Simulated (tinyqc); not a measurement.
Interface traps by the conductance method, one level: two steps of the calculation.

MOS capacitor on an n-type substrate; psi is the band bending, negative in depletion; only majority carriers are counted. The traps exchange electrons with the conduction band; their admittance lies in parallel with Cd, and that pair in series with Cox and Rs. w = 2 pi f.

Values chosen for this exercise:

| symbol | value | unit | meaning |
|---|---|---|---|
| f | 110 | Hz | signal frequency |

Question 1. Parallel conductance and capacitance. With x = w tau: Gp/w = Cit x/(1 + x^2), Cp = Cd + Cit/(1 + x^2).

Cd = 62.684783 nF/cm^2
tau = 0.0035853587 s
Cit = 309.75085 nF/cm^2

Find: x; Gp/w; Cp.

Answer 1.

x = 2.4780
Gp/w = 107.49 nF/cm^2
Cp = 106.06 nF/cm^2

The peak of Gp/w lies at x = 1 with the height 0.5 Cit; this frequency gives 0.347 Cit.

Question 2. Extraction from the readings. Ignoring Rs: Gp/w = w Cox^2 Gm/[Gm^2 + w^2 (Cox - Cm)^2].

Cox = 885.41878 nF/cm^2
Cm = 103.90293 nF/cm^2
Gm/w = 84.729864 nF/cm^2

Give: extracted Gp/w.

Answer 2.

extracted Gp/w = 107.5 nF/cm^2

The uncorrected series resistance makes this within 0.01 % of the true Gp/w.

Program tinyqc, `OMP_NUM_THREADS=1 python tinyqc.py 2030081 2030082 out.jsonl`; Intel Xeon 2.30GHz, shared host, one thread, about 0.01 s.
